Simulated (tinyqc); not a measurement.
Transfer-length model of a contact: one step of the calculation.

A metal contact of length d and width W on a thin layer of the same width. The metal has no resistance, the sheet resistance under it equals Rsh, and current enters the layer at the front edge x = 0.

Task. Transfer length. A = Lt coth(d/Lt) is solved for Lt, starting from Lt = A. Lt(new) = A tanh(d/Lt).

Inputs (values chosen for the exercise):
- d = 0.37 um (contact length)

A = 14.944675 um
Lt after iteration 1 = 0.36992442 um

Wanted: Lt after iteration 2.

Result.

Lt after iteration 2 = 11.38 um

Program tinyqc, `OMP_NUM_THREADS=1 python tinyqc.py 2760039 2760040 out.jsonl`; Intel Xeon 2.30GHz, shared host, one thread, about 0.01 s.
